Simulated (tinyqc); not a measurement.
RHF in the sto-6g basis, for BeH2, spin multiplicity 1, step by step. One step of it, computed by the program tinyqc.

Question. Iteration 1: building the Fock matrix. J_ij = sum D_kl (ij|kl), K_ij = sum D_kl (ik|jl); F = H + J - 0.5 K; E = tr D H + tr D J / 2 - 0.25 tr D K + E_nn.

D at the start:
```
            1Be 1s     1Be 2s   1Be 2px    1Be 2py   1Be 2pz      2H 1s      3H 1s
1Be 1s    2.148201  -0.510641  0.000000   0.000000  0.000000  -0.030805  -0.030805
1Be 2s   -0.510641   2.028754  0.000000   0.000000  0.000000   0.132957   0.132957
1Be 2px   0.000000   0.000000  0.000000   0.000000  0.000000   0.000000   0.000000
1Be 2py   0.000000   0.000000  0.000000   0.002804  0.000000   0.035980  -0.035980
1Be 2pz   0.000000   0.000000  0.000000   0.000000  0.000000   0.000000   0.000000
2H 1s    -0.030805   0.132957  0.000000   0.035980  0.000000   0.932455   0.008948
3H 1s    -0.030805   0.132957  0.000000  -0.035980  0.000000   0.008948   0.932455
```

core Hamiltonian H = T + V (hartree):
```
            1Be 1s     1Be 2s    1Be 2px    1Be 2py    1Be 2pz      2H 1s      3H 1s
1Be 1s   -8.547718  -2.011402   0.000000   0.000000   0.000000  -0.224624  -0.224624
1Be 2s   -2.011402  -2.670142   0.000000   0.000000   0.000000  -0.753914  -0.753914
1Be 2px   0.000000   0.000000  -2.180017   0.000000   0.000000   0.000000   0.000000
1Be 2py   0.000000   0.000000   0.000000  -2.326658   0.000000  -0.881183   0.881183
1Be 2pz   0.000000   0.000000   0.000000   0.000000  -2.180017   0.000000   0.000000
2H 1s    -0.224624  -0.753914   0.000000  -0.881183   0.000000  -1.823201  -0.026458
3H 1s    -0.224624  -0.753914   0.000000   0.881183   0.000000  -0.026458  -1.823201
```

Two-electron integrals (ij|kl) in chemists' order, unique and non-zero (hartree):
```
(11|11) 2.299996    (21|11) 0.361879    (21|21) 0.071926    (22|11) 0.570332
(22|21) 0.139654    (22|22) 0.417773    (31|31) 0.015252    (32|31) 0.022555
(32|32) 0.092340    (33|11) 0.570332    (33|21) 0.139654    (33|22) 0.417773
(33|33) 0.450117    (41|41) 0.015252    (42|41) 0.022555    (42|42) 0.092340
(43|43) 0.024258    (44|11) 0.570332    (44|21) 0.139654    (44|22) 0.417773
(44|33) 0.401601    (44|44) 0.450117    (51|51) 0.015252    (52|51) 0.022555
(52|52) 0.092340    (53|53) 0.024258    (54|54) 0.024258    (55|11) 0.570332
(55|21) 0.139654    (55|22) 0.417773    (55|33) 0.401601    (55|44) 0.401601
(55|55) 0.450117    (61|11) 0.040673    (61|21) 0.007875    (61|22) 0.015319
(61|33) 0.015192    (61|41) 0.000786    (61|42) 0.001553    (61|44) 0.015573
(61|55) 0.015192    (61|61) 0.000913    (62|11) 0.127473    (62|21) 0.031886
(62|22) 0.107659    (62|33) 0.103295    (62|41) 0.004348    (62|42) 0.028185
(62|44) 0.116387    (62|55) 0.103295    (62|61) 0.003900    (62|62) 0.046187
(63|31) 0.002652    (63|32) 0.013013    (63|43) 0.004531    (63|63) 0.003561
(64|11) 0.147802    (64|21) 0.037350    (64|22) 0.131220    (64|33) 0.123629
(64|41) 0.006924    (64|42) 0.043673    (64|44) 0.146402    (64|55) 0.123629
(64|61) 0.004743    (64|62) 0.063410    (64|64) 0.088875    (65|51) 0.002652
(65|52) 0.013013    (65|54) 0.004531    (65|65) 0.003561    (66|11) 0.300351
(66|21) 0.076428    (66|22) 0.288991    (66|33) 0.269530    (66|41) 0.010765
(66|42) 0.093458    (66|44) 0.327913    (66|55) 0.269530    (66|61) 0.009525
(66|62) 0.166513    (66|64) 0.240509    (66|66) 0.774999    (71|11) 0.040673
(71|21) 0.007875    (71|22) 0.015319    (71|33) 0.015192    (71|41) -0.000786
(71|42) -0.001553   (71|44) 0.015573    (71|55) 0.015192    (71|61) 0.000824
(71|62) 0.003215    (71|64) 0.003659    (71|66) 0.007695    (71|71) 0.000913
(72|11) 0.127473    (72|21) 0.031886    (72|22) 0.107659    (72|33) 0.103295
(72|41) -0.004348   (72|42) -0.028185   (72|44) 0.116387    (72|55) 0.103295
(72|61) 0.003215    (72|62) 0.021364    (72|64) 0.024376    (72|66) 0.055897
(72|71) 0.003900    (72|72) 0.046187    (73|31) 0.002652    (73|32) 0.013013
(73|43) -0.004531   (73|63) 0.001189    (73|73) 0.003561    (74|11) -0.147802
(74|21) -0.037350   (74|22) -0.131220   (74|33) -0.123629   (74|41) 0.006924
(74|42) 0.043673    (74|44) -0.146402   (74|55) -0.123629   (74|61) -0.003659
(74|62) -0.024376   (74|64) -0.027323   (74|66) -0.063921   (74|71) -0.004743
(74|72) -0.063410   (74|74) 0.088875    (75|51) 0.002652    (75|52) 0.013013
(75|54) -0.004531   (75|65) 0.001189    (75|75) 0.003561    (76|11) 0.004371
(76|21) 0.001067    (76|22) 0.003300    (76|33) 0.003232    (76|44) 0.003435
(76|55) 0.003232    (76|61) 0.000118    (76|62) 0.000927    (76|64) 0.001165
(76|66) 0.002721    (76|71) 0.000118    (76|72) 0.000927    (76|74) -0.001165
(76|76) 0.000027    (77|11) 0.300351    (77|21) 0.076428    (77|22) 0.288991
(77|33) 0.269530    (77|41) -0.010765   (77|42) -0.093458   (77|44) 0.327913
(77|55) 0.269530    (77|61) 0.007695    (77|62) 0.055897    (77|64) 0.063921
(77|66) 0.150418    (77|71) 0.009525    (77|72) 0.166513    (77|74) -0.240509
(77|76) 0.002721    (77|77) 0.774999
```

nuclear repulsion = 2.55713831 hartree

Give: Coulomb J; exchange K; Fock matrix F; total energy of this density.

Answer.

Coulomb J (hartree):
```
         1Be 1s  1Be 2s  1Be 2px  1Be 2py  1Be 2pz  2H 1s   3H 1s
1Be 1s    6.374   1.152    0.000    0.000    0.000  0.129   0.129
1Be 2s    1.152   2.545    0.000    0.000    0.000  0.691   0.691
1Be 2px   0.000   0.000    2.505    0.000    0.000  0.000   0.000
1Be 2py   0.000   0.000    0.000    2.624    0.000  0.861  -0.861
1Be 2pz   0.000   0.000    0.000    0.000    2.505  0.000   0.000
2H 1s     0.129   0.691    0.000    0.861    0.000  2.097   0.021
3H 1s     0.129   0.691    0.000   -0.861    0.000  0.021   2.097
```

exchange K (hartree):
```
         1Be 1s  1Be 2s  1Be 2px  1Be 2py  1Be 2pz  2H 1s   3H 1s
1Be 1s    4.718   0.745    0.000    0.000    0.000  0.094   0.094
1Be 2s    0.745   1.004    0.000    0.000    0.000  0.418   0.418
1Be 2px   0.000   0.000    0.211    0.000    0.000  0.000   0.000
1Be 2py   0.000   0.000    0.000    0.407    0.000  0.312  -0.312
1Be 2pz   0.000   0.000    0.000    0.000    0.211  0.000   0.000
2H 1s     0.094   0.418    0.000    0.312    0.000  0.876   0.058
3H 1s     0.094   0.418    0.000   -0.312    0.000  0.058   0.876
```

Fock matrix F (hartree):
```
         1Be 1s  1Be 2s  1Be 2px  1Be 2py  1Be 2pz   2H 1s   3H 1s
1Be 1s   -4.533  -1.232    0.000    0.000    0.000  -0.143  -0.143
1Be 2s   -1.232  -0.627    0.000    0.000    0.000  -0.272  -0.272
1Be 2px   0.000   0.000    0.219    0.000    0.000   0.000   0.000
1Be 2py   0.000   0.000    0.000    0.094    0.000  -0.176   0.176
1Be 2pz   0.000   0.000    0.000    0.000    0.219   0.000   0.000
2H 1s    -0.143  -0.272    0.000   -0.176    0.000  -0.164  -0.035
3H 1s    -0.143  -0.272    0.000    0.176    0.000  -0.035  -0.164
```

total energy of this density = -15.36372 hartree

This density is the starting one; it is not idempotent, so its energy is not variational and may lie below the converged one.
